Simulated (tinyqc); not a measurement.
# Thickness of the second layer from the transmission

Problem. A two-layer stack carries the voltage V: F1 = V/(t1 + t2 eps1/eps2), F2 = F1 eps1/eps2; U = phi1 - F1 x in layer 1 and phi2 - F1 t1 - F2 (x - t1) in layer 2. T = exp(-S) at E = 0, C = hbar^2/(2 m0). Each layer adds (2/F) sqrt(m/C) [G(u at its left edge) - G(u at its right edge)] to S, with u = U - E (0 where negative) and G(u) = (2/3) u^1.5. Find t2, known to lie between 0.3 and 6 nm, and F1.

Values chosen for this exercise:
```
symbol  value  unit                                                        meaning
phi1     3.08    eV  barrier of layer 1 above the emitter Fermi level at zero bias
m1       0.52    m0                                     tunnelling mass of layer 1
t1        0.5    nm                                           thickness of layer 1
eps1     3.84                                     relative permittivity of layer 1
phi2     1.44    eV                                barrier of layer 2 at zero bias
m2        0.2    m0                                     tunnelling mass of layer 2
eps2     23.1                                     relative permittivity of layer 2
V         0.7     V                                  voltage across the dielectric
```

Constants: q = 1.602176634e-19 C, hbar = 1.054571817e-34 J s, m0 = 9.1093837015e-31 kg, hbar^2/(2 m0) = 0.0380998212 eV nm^2. Results are converted to the units shown.

T at E = 0 = 8.3481365e-6

Solution. Over that range S rises steadily with t2, so S = -ln T has one root, found by bisection.

t2 = 1.300 nm
F1 = 9.775 MV/cm

tinyqc, about 0.03 s, one thread, Intel Xeon 2.30GHz (shared host): `OMP_NUM_THREADS=1 python tinyqc.py 2540035 2540036 out.jsonl`
